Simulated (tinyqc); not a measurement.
Worked calculation: one-electron ion in a basis of Gaussians. One step of it, computed by the program tinyqc.

Task: Generalised eigenproblem. Solve H C = S C e through S^(-1/2); each column has its largest component positive (the first on a tie).

H = T + V (hartree), lower triangle:
```
           1          2          3         4          5
1  -0.576519
2  -0.407196  -0.821723
3  -0.123195  -0.578768  -0.212732
4  -0.025506  -0.208245  -0.141242  5.622767
5  -0.004626  -0.047634  -0.247652  4.013445  36.566837
```

S, lower triangle:
```
          1         2         3         4         5
1  1.000000
2  0.440926  1.000000
3  0.063937  0.440678  1.000000
4  0.006160  0.063917  0.440833  1.000000
5  0.000530  0.006156  0.063933  0.440751  1.000000
```

Give: eigenvalues of S; eigenvalues; coefficients.

Result:

eigenvalues of S: 0.3071  0.5319  0.9149  1.4036  1.8424

eigenvalues (hartree): -0.8816  -0.4865  0.2997  7.2574  43.3418

coefficients:
```
        1        2        3        4        5
1  0.1032   1.0682   0.3505  -0.0671   0.0190
2  0.8220  -0.4097  -0.8544   0.2242  -0.0644
3  0.2408  -0.1853   1.0761  -0.6196   0.1899
4  0.0097  -0.0051   0.0169   1.1539  -0.5441
5  0.0010  -0.0009   0.0050  -0.0464   1.1300
```

For Z = 4 and l = 2 the exact lowest level is -Z^2/(2 n^2) with n = l + 1: -0.888889 hartree.
